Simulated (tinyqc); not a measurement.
Bandgap voltage reference from two bipolar transistors: output against temperature.

Two transistors of area 1 and N carry the same current I. Is(T) = Is (T/T0)^eta exp[(Vg0 q/kB)(1/T0 - 1/T)], VBE1 = Vt ln(I/Is(T)) + I rb, VBE2 = Vt ln(I/(N Is(T))) + I rb/N. The amplifier forces I R1(T) = VBE1 - VBE2 + Vos, with R(T) = R (1 + tc (T - T0)) for both resistors, and the output is Vref = VBE1 + I R2(T). Base currents and the Early effect are neglected.

Vt = kB T/q; I = (Vt ln N + Vos)/(R1(T) - rb (1 - 1/N)).

Values chosen for this exercise; values of the order met in silicon bipolar transistors:
```
symbol  value   unit                                                   meaning
T0        323      K                                     reference temperature
Vg0     1.174      V                      band-gap voltage extrapolated to 0 K
eta       3.1                   temperature exponent of the saturation current
Is      1e-16      A           saturation current of the unit transistor at T0
N          15                              area ratio of the second transistor
R1         15   kohm  resistor across which the difference of VBE falls, at T0
tc          0  ppm/K                 temperature coefficient of both resistors
Vos         0     mV                                   offset of the amplifier
rb         84    ohm                  series resistance of the unit transistor
R2      106.5   kohm                                     output resistor at T0
```

Constants: q = 1.602176634e-19 C, kB = 1.380649e-23 J/K. Results are converted to the units shown.

Output against temperature:
```
T (K)	I (uA)	VBE1 (V)	I R2 (V)	Vref (V)	Vref - Vref(T0) (mV)	dVref/dT (uV/K)
218	3.409	0.8604	0.3631	1.224	-0.8698	46.18
233	3.644	0.8360	0.3881	1.224	-0.2684	34.14
253	3.957	0.8033	0.4214	1.225	0.2633	19.24
273	4.269	0.7702	0.4547	1.225	0.5087	5.470
298	4.660	0.7285	0.4963	1.225	0.4443	-10.39
323	5.051	0.6864	0.5380	1.224	0	-24.96
348	5.442	0.6440	0.5796	1.224	-0.7948	-38.46
373	5.833	0.6012	0.6213	1.222	-1.915	-51.01
398	6.224	0.5582	0.6629	1.221	-3.339	-62.75
423	6.615	0.5148	0.7045	1.219	-5.046	-73.77
```

Read the table: what changes, and by how much?

VBE1 falls by 1.69 mV/K on average and I R2 rises by 1.67 mV/K. The slope of Vref vanishes at T = 281 K. Between 233 and 398 K Vref spans 3.87 mV, or 19.2 ppm/K by the box method (span over the average over T, over 165 K).

Numbers from tinyqc (`OMP_NUM_THREADS=1 python tinyqc.py 2062117 2062118 out.jsonl`; about 0.02 s on one thread of a shared Intel Xeon 2.30GHz).
